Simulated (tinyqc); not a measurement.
Gate sheet resistance from two finger widths.

Problem. At low frequency R = Rsh Wf/(3 L) + B/Wf, where B collects the channel and vertical terms. Find Rsh, B and the width of lowest R.

Parameters, values chosen for the exercise:

| symbol | value | unit | meaning |
|---|---|---|---|
| L | 1.3 | um | channel length |

input resistance of single fingers, contacted at one end, of width 1.6 and 6.7 um (ohm): 363.63462  115.99770

Solution. R Wf is a straight line in Wf^2; the minimum of R lies where both terms are equal.

Rsh = 18.0 ohm/square
B = 570 ohm um
width of lowest R = 11.1 um

Numbers from tinyqc (`OMP_NUM_THREADS=1 python tinyqc.py 2262002 2262003 out.jsonl`; about 0.01 s on one thread of a shared Intel Xeon 2.30GHz).
